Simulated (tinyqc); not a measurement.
# Switching power and leakage at the onset of runaway

Problem. T = T0 + Rth P(T), P(T) = Pd + Pl (T/300 K)^2 exp[(q Ea/kB)(1/(300 K) - 1/T)]. At the onset of runaway the loop gain Rth dP/dT equals one as well. Find Pd and the critical Pl.

Parameters, values chosen for the exercise:
- T0 = 340 K (ambient temperature)
- Ea = 0.61 eV (activation energy of the leakage)
- Rth = 20 K/W (thermal resistance)

Constants: q = 1.602176634e-19 C, kB = 1.380649e-23 J/K. Results are converted to the units shown.

temperature at the onset of runaway = 404.76984 K

Solution. With s = 2/T + q Ea/(kB T^2), unit gain means Rth (P - Pd) = 1/s; the heat balance then gives Pd, and the leakage term Pl.

Pd = 2.20 W
critical Pl = 0.00127 W

Computed by the program tinyqc: `OMP_NUM_THREADS=1 python tinyqc.py 2520036 2520037 out.jsonl`, one thread of a shared Intel Xeon 2.30GHz, about 0.01 s for the whole run.
